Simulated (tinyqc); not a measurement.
# From one set of inputs to another, one input at a time

Model: two-dimensional dopant profile at a mask edge: lateral junction, overlap and effective channel length. Computed by tinyqc, a small Python program. Command: `OMP_NUM_THREADS=1 python tinyqc.py 3027428 3027429 out.jsonl lateral ladder`. One thread of a shared host (Intel(R) Xeon(R) Processor @ 2.30GHz), about 0.01 s of CPU time with the checks.

Ions enter for y < 0; the mask (spacer, then gate) covers y > 0. x is the depth. The surface reflects dopant during the anneal.

The inputs printed are set A. Inputs not listed in the table keep their values of set A, so the rows need not describe a real material.

Inputs (values chosen for the exercise, modelled on a source-drain extension in silicon):

| quantity | value | unit |
|---|---|---|
| dose Q | 2e+15 | 1/cm^2 |
| projected range R_p | 3.2 | nm |
| vertical straggle | 1.4 | nm |
| lateral straggle | 1.4 | nm |
| anneal budget D t | 6.4e-15 | cm^2 |
| channel doping C_B | 2.4e+17 | 1/cm^3 |
| gate length L_g | 37 | nm |
| offset spacer | 0.76 | nm |
| oxide thickness | 1.2 | nm |

Constants: eps_0 = 8.8541878128e-12 F/m.

Method:
- Widths s_x^2 = (vertical straggle)^2 + 2 D t, s_y^2 = (lateral straggle)^2 + 2 D t. C(x, y) = V(x) (1/2) erfc(y/(sqrt2 s_y)), V(x) = Q/(sqrt(2 pi) s_x) [exp(-(x - R_p)^2/(2 s_x^2)) + exp(-(x + R_p)^2/(2 s_x^2))]; 1 nm = 1e-7 cm.
- The vertical junction far from the mask solves V(x) = C_B.
- The lateral junction at depth x solves C = C_B: y_j(x) = sqrt2 s_y erfc^-1(2 C_B/V(x)). Overlap under the gate = y_j(0) - spacer; metallurgical channel L_met = L_g - 2 overlap (tails from the two sides are not added).
- Abruptness at y_j(0) in nm per decade = ln(10) s_y sqrt(pi/2) exp(u^2) erfc(u), u = y_j/(sqrt2 s_y). Overlap capacitance per width = 3.9 eps_0 overlap/t_ox (zero if there is no overlap).

Each row keeps all changes above it:

| input moved | from | to | metallurgical channel L_met (nm) | lateral abruptness (nm/decade) | ratio y_j(0)/x_j |
|---|---|---|---|---|---|
| set A | - | - | 25.38 | 1.065 | 0.5876 |
| channel doping C_B (1/cm^3) | 2.4e+17 | 8.2e+17 | 26.57 | 1.157 | 0.5605 |
| gate length L_g (nm) | 37 | 63 | 52.57 | 1.157 | 0.5605 |
| vertical straggle (nm) | 1.4 | 1.8 | 52.29 | 1.134 | 0.5128 |
| dose Q (1/cm^2) | 2e+15 | 1.3e+15 | 52.72 | 1.170 | 0.5043 |
| offset spacer (nm) | 0.76 | 1.1 | 53.40 | 1.170 | 0.5043 |
| anneal budget D t (cm^2) | 6.4e-15 | 8.9e-14 | 35.75 | 2.863 | 0.7133 |
| lateral straggle (nm) | 1.4 | 1.6 | 35.31 | 2.906 | 0.7240 |

Metallurgical channel L_met goes from 25.4 to 35.3, a factor 1.39 in all. The largest single move comes from gate length L_g (a factor 1.98), and anneal budget D t works against it (a factor 0.670). Lateral abruptness goes from 1.06 to 2.91, a factor 2.73 in all. The largest single move comes from anneal budget D t (a factor 2.45). Ratio y_j(0)/x_j goes from 0.588 to 0.724, a factor 1.23 in all. The largest single move comes from anneal budget D t (a factor 1.41), and vertical straggle works against it (a factor 0.915). The single moves hold for this order of the switches; the total does not depend on the order.

Caution (all rows): the peak exceeds usual solubilities, so part of the dose is inactive and diffusion is concentration dependent. Caution (rows set A, channel doping C_B, gate length L_g, vertical straggle, dose Q, offset spacer): the profile peaks below the surface, where the junction reaches further under the gate than y_j(0); the overlap given is the one at the surface.

Extremes, crossings and ranges named in words are read from the listed rows.
